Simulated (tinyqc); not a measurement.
The product rho l across metals: free and nearly free electrons in a metal.

Constants: hbar^2/2m0 = 3.80998211 eV angstrom^2; hbar = 6.58211957e-16 eV s.

Free electrons with m = 1; fcc cells hold 4 atoms and bcc cells 2; n = atoms z/a^3, kF = (3 pi^2 n)^(1/3), rho l = hbar kF/(n e^2), e = 1.602176634e-19 C. Inputs are chosen for the exercise.

Results:
```
case     lattice  a (angstrom)  z  rho (micro-ohm cm)  kF (1/angstrom)  EF (eV)  l (nm)  rho l (1e-16 ohm m^2)
near K       bcc         5.245  1                7.47            0.743     2.10    29.5                  22.03
near Li      bcc         3.461  1                9.79            1.126     4.83     9.8                   9.59
near Au      fcc         4.053  1                2.39            1.212     5.59    34.7                   8.29
near Al      fcc         4.053  3                2.75            1.748    11.64    14.5                   3.98
near Ag      fcc         4.064  1                1.49            1.208     5.56    55.9                   8.33
near Ca      fcc         5.600  2                3.72            1.105     4.65    26.8                   9.96
```

rho l falls as n^(-2/3): it is lowest for the case near Al and highest for near K. The lowest bulk rho belongs to near Ag; in very narrow wires, where rho l rules, the order changes. Real Fermi surfaces depart from spheres, most for the polyvalent and noble metals.

Computed by tinyqc, a small Python program: `OMP_NUM_THREADS=1 python tinyqc.py 1651938 1651939 out.jsonl` (the numbers bound the seed that draws the inputs); one thread of a shared host (Intel(R) Xeon(R) Processor @ 2.30GHz), about 0.01 s for the whole set of steps.
